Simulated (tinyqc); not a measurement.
Ballistic Schottky-barrier transistor with a one-dimensional channel, WKB contacts: one step of the calculation.

Source Fermi level 0, drain Fermi level -Vd. Far from the contacts Ec = pn - psi, and the gate moves psi one to one; the band edges relax as exp(-x/lam) from pn at the source and pn - Vd at the drain; Ev = Ec - Eg. A carrier of energy w inside the channel band meets at a contact a barrier of height D (the contact edge beyond the channel edge): T = 1 for w >= D, else exp(-S), S = 4 lam sqrt(m/C) [sqrt(D - w) - sqrt(w) arctan sqrt((D - w)/w)], C = hbar^2/(2 m0). The two contacts combine as Ts Td/(Ts + Td - Ts Td).

Problem. Current of the holes on a coarse grid. I = g (2 q^2/h) int T(w) [f(Es + w) - f(Ed + w)] dw, f(y) = 1/(1 + exp(y/Vt)). Electrons: Ds = psi, Dd = psi - Vd, Es = Ec, Ed = Ec + Vd. Holes: Ds = -psi, Dd = Vd - psi, Es = -Ev, Ed = -Ev - Vd. The size of each current is taken; both flow from drain to source and add. Simpson's rule on nE equally spaced w from 0 to wm.

Values chosen for this exercise; channel values close to those of a silicon nanowire with silicide contacts:

| symbol | value | unit | meaning |
|---|---|---|---|
| T | 350 | K | temperature |
| Eg | 1.12 | eV | band gap |
| pn | 0.78 | eV | barrier for electrons at both contacts |
| mp | 0.25 | m0 | hole mass |
| g | 2 |  | valleys or subbands |
| lam | 1.2 | nm | screening length at the contacts |
| Vd | 0.7 | V | drain bias |
| ps | -0.23 | V | band shift psi of the channel by the gate |
| wm | 1.1 | eV | upper end of the grid |
| nE | 13 |  | points of the grid |

Constants: q = 1.602176634e-19 C, kB = 1.380649e-23 J/K, hbar = 1.054571817e-34 J s, h = 6.62607015e-34 J s, m0 = 9.1093837015e-31 kg, Vt = kB T/q, hbar^2/(2 m0) = 0.0380998212 eV nm^2. Results are converted to the units shown.

Give: w; Ts; Td; T; size of the supply difference; current.

Solution.

| point | w (eV) | Ts | Td | T | size of the supply difference |
|---|---|---|---|---|---|
| 0 | 0.000 | 0.002748 | 7.086e-6 | 7.067e-6 | 0.9746 |
| 1 | 0.092 | 0.2811 | 0.001361 | 0.001357 | 0.9988 |
| 2 | 0.183 | 0.8219 | 0.008422 | 0.008406 | 0.9999 |
| 3 | 0.275 | 1.000 | 0.02931 | 0.02931 | 1.000 |
| 4 | 0.367 | 1.000 | 0.07519 | 0.07519 | 0.9994 |
| 5 | 0.458 | 1.000 | 0.1577 | 0.1577 | 0.9875 |
| 6 | 0.550 | 1.000 | 0.2848 | 0.2848 | 0.7902 |
| 7 | 0.642 | 1.000 | 0.4557 | 0.4557 | 0.1528 |
| 8 | 0.733 | 1.000 | 0.6561 | 0.6561 | 0.008558 |
| 9 | 0.825 | 1.000 | 0.8545 | 0.8545 | 4.130e-4 |
| 10 | 0.917 | 1.000 | 0.9932 | 0.9932 | 1.978e-5 |
| 11 | 1.008 | 1.000 | 1.000 | 1.000 | 9.468e-7 |
| 12 | 1.100 | 1.000 | 1.000 | 1.000 | 4.532e-8 |

current = 7.832 uA

Range of the model: No scattering, image-force lowering, channel charge or band-to-band tunnelling; parabolic kappa overstates S deep in the gap.

Numbers from tinyqc (`OMP_NUM_THREADS=1 python tinyqc.py 2390008 2390009 out.jsonl`; about 0.04 s on one thread of a shared Intel Xeon 2.30GHz).
